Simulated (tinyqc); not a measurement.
Temperature and isotope dependence of a band gap in oscillator models: one step. The gap at T. Four cases, with inputs chosen for the exercise.

Question. Give the occupations, the two terms, the gap, ZP and the static gap.

E(T) = E0 - sum_i sl_i th_i n_i(T), n = 1/(exp(th/T) - 1). The same coupling lowers the gap at 0 K by the zero-point term ZP = sum_i sl_i th_i/2, so the gap of the static lattice is E0 + ZP. Thermal expansion is taken as part of the slopes.

Give: n_i; terms; E(T); ZP; static gap.

Case 1.

Values chosen (near those of SiC; shifted at random, so the results belong to these values and not to a real crystal):
- E0 = 3.297 eV (gap at 0 K)
- th = (301, 865) K (temperatures of two oscillators)
- sl = (0.1907, 0.3703) meV/K (their high-temperature slopes)
- T = 300 K (temperature)

Answer.

n_i: 0.57892  0.05926

terms (meV): 33.230  18.983

E(T) = 3.2448 eV
ZP = 188.86 meV
static gap = 3.4859 eV

The thermal fall, 52.2 meV, is smaller than the zero-point term, 188.9 meV; the soft oscillator supplies 64 % of the fall but 15 % of ZP. A calculation with clamped ions should be compared with the static gap.

Case 2.

Values chosen (near those of Ge; shifted at random, so the results belong to these values and not to a real crystal):
- E0 = 0.747 eV (gap at 0 K)
- th = (105, 329) K (temperatures of two oscillators)
- sl = (0.1474, 0.2406) meV/K (their high-temperature slopes)
- T = 150 K (temperature)

Answer.

n_i: 0.98643  0.12555

terms (meV): 15.267  9.938

E(T) = 0.7218 eV
ZP = 47.32 meV
static gap = 0.7943 eV

The thermal fall, 25.2 meV, is smaller than the zero-point term, 47.3 meV; the soft oscillator supplies 61 % of the fall but 16 % of ZP. A calculation with clamped ions should be compared with the static gap.

Case 3.

Values chosen (near those of GaAs; shifted at random, so the results belong to these values and not to a real crystal):
- E0 = 1.517 eV (gap at 0 K)
- th = (79, 330) K (temperatures of two oscillators)
- sl = (0.0738, 0.4182) meV/K (their high-temperature slopes)
- T = 300 K (temperature)

Answer.

n_i: 3.31939  0.49896

terms (meV): 19.353  68.860

E(T) = 1.4288 eV
ZP = 71.92 meV
static gap = 1.5889 eV

The thermal fall, 88.2 meV, is larger than the zero-point term, 71.9 meV; the soft oscillator supplies 22 % of the fall but 4 % of ZP. A calculation with clamped ions should be compared with the static gap.

Case 4.

Values chosen (near those of Si; shifted at random, so the results belong to these values and not to a real crystal):
- E0 = 1.175 eV (gap at 0 K)
- th = (128, 595) K (temperatures of two oscillators)
- sl = (0.0795, 0.2385) meV/K (their high-temperature slopes)
- T = 50 K (temperature)

Answer.

n_i: 0.08378  0.00001

terms (meV): 0.853  0.001

E(T) = 1.1741 eV
ZP = 76.04 meV
static gap = 1.2510 eV

The thermal fall, 0.9 meV, is smaller than the zero-point term, 76.0 meV; the soft oscillator supplies 100 % of the fall but 7 % of ZP. A calculation with clamped ions should be compared with the static gap.

Computed by tinyqc, one run a case: `OMP_NUM_THREADS=1 python tinyqc.py N N+1 out.jsonl` with N = 1850922, 1850937, 1850953, 1851219; one thread of a shared Intel(R) Xeon(R) Processor @ 2.30GHz, about 0.01 s a run at most.
